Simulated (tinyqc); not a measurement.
Chip with leakage that grows with temperature, electro-thermal loop and runaway: two steps of the calculation.

One temperature T for the device, T = T0 + Rth P(T), with P(T) = Pd + Pl (T/300 K)^2 exp[(q Ea/kB)(1/(300 K) - 1/T)]. The loop gain is Rth dP/dT; a solution is thermally stable when it is below one.

Inputs (values chosen for the exercise):

| symbol | value | unit | meaning |
|---|---|---|---|
| T0 | 320 | K | ambient temperature |
| Pd | 4.9 | W | temperature-independent switching power |
| Pl | 0.0514 | W | leakage power at 300 K |
| Ea | 0.27 | eV | activation energy of the leakage |
| Rth | 10 | K/W | thermal resistance |

Constants: q = 1.602176634e-19 C, kB = 1.380649e-23 J/K. Results are converted to the units shown.

Problem 1. Temperature by substitution. P(T) = Pd + Pl (T/300 K)^2 exp[(q Ea/kB)(1/(300 K) - 1/T)]; T(new) = T0 + Rth P(T).

T at the start = 320 K

Find: P; T after iteration 1.

Solution 1.

P = 5.012 W
T after iteration 1 = 370.1 K

Problem 2. Loop gain and effective thermal resistance. P(T) = Pd + Pl (T/300 K)^2 exp[(q Ea/kB)(1/(300 K) - 1/T)]; P'(T) = (P - Pd)(2/T + q Ea/(kB T^2)); G = Rth P'. A small change of T0 changes T by 1/(1 - G) times as much.

converged T = 375.59229 K

Find: P; G; dT/dT0.

Solution 2.

P = 5.559 W
G = 0.1815
dT/dT0 = 1.222

The feedback is positive: heating raises the power. A second, unstable solution lies at 538.8 K; above it the temperature runs away.

Numbers from tinyqc (`OMP_NUM_THREADS=1 python tinyqc.py 2520133 2520134 out.jsonl`; about 0.01 s on one thread of a shared Intel Xeon 2.30GHz).
